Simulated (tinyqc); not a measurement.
Resistance of a tapered via with liner, size effect and interface: one step of the calculation.

A round via whose diameter grows from db at the bottom as D(z) = db + 2 z/tan(ang). The fill, of diameter D - 2 tl, starts above the bottom liner (thickness fb tl) and has rho = rho0 (1 + ks lam/(D - 2 tl)); the sidewall liner conducts in parallel with it. The bottom liner and the interface are crossed over the full area pi db^2/4. Spreading in the lines above and below is left out.

Question. Total resistance. R_fill = sum of the slices; R_bottom = rl fb tl/(pi db^2/4); R_interface = ri/(pi db^2/4); ballistic (Sharvin) limit 1/(Sb pi (db - 2 tl)^2/4); ideal cylinder rho0 hv/(pi db^2/4).

Parameters, values chosen for the exercise; fill metal close to molybdenum:
- db = 55 nm (diameter at the bottom)
- hv = 74 nm (height)
- rho0 = 5.28 uohm cm (bulk resistivity of the fill)
- tl = 0.5 nm (liner on the sidewall)
- fb = 1 (liner at the bottom over that on the sidewall)
- rl = 170 uohm cm (resistivity of the liner)
- ri = 7.8e-13 ohm cm^2 (interface resistivity at the bottom)
- Sb = 1.3e15 S/m^2 (ballistic conductance per area, about 3/(4 rho0 lam))

| slice | slice resistance (ohm) |
|---|---|
| 0 | 0.20572367 |
| 1 | 0.20153877 |
| 2 | 0.19747939 |
| 3 | 0.19354059 |
| 4 | 0.18971768 |
| 5 | 0.18600618 |
| 6 | 0.18240182 |
| 7 | 0.17890054 |
| 8 | 0.17549847 |
| 9 | 0.17219192 |

Find: parts; R; shares; ballistic limit; ideal cylinder.

Answer.

parts (ohm): fill 1.8830, bottom liner 0.35777, interface 0.032831
R = 2.2736 ohm
shares (%): fill 82.820, bottom liner 15.736, interface 1.444
ballistic limit = 0.33588 ohm
ideal cylinder = 1.6446 ohm

The fill is the largest part, and R is 1.38 times the ideal cylinder. With 2000 slices R = 2.2736 ohm.

tinyqc, about 0.01 s, one thread, Intel Xeon 2.30GHz (shared host): `OMP_NUM_THREADS=1 python tinyqc.py 2750147 2750148 out.jsonl`
